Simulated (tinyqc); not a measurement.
Effective-mass impurity with a central-cell term, in a basis of Slater functions: one step, computed by the program tinyqc.

The envelope obeys H = -nabla^2 - (2/r) [Z + A exp(-kappa r)] in effective units, with kappa = a*/lambda; positive A deepens the well near the core.

Task: Generalised eigenproblem. (T + V + W) c = E S c with c^T S c = 1 and the largest component positive.

Impurity: donor, one isotropic band.

kinetic T (Ry*):
```
           1          2          3
1     0.1369  0.2399386  0.2833794
2  0.2399386   0.662596   1.161303
3  0.2833794   1.161303   3.206965
```

Coulomb V (Ry*):
```
            1           2           3
1       -0.74  -0.9432477  -0.9241321
2  -0.9432477      -1.628   -2.075145
3  -0.9241321   -2.075145     -3.5816
```

central cell W (Ry*):
```
              1            2            3
1  -0.009002818  -0.02802465  -0.08274942
2   -0.02802465  -0.08733201   -0.2584417
3   -0.08274942   -0.2584417   -0.7682978
```

overlap S:
```
          1         2         3
1  1.000000  0.796662  0.427681
2  0.796662  1.000000  0.796662
3  0.427681  0.796662  1.000000
```

Give: two lowest levels; coefficients of the lowest state; <T>; <W>.

Result:

two lowest levels (Ry*): -1.268  -0.278

coefficients of the lowest state: -0.0568  0.5111  0.5806

<T> = 1.911 Ry*

<W> = -0.4282 Ry*
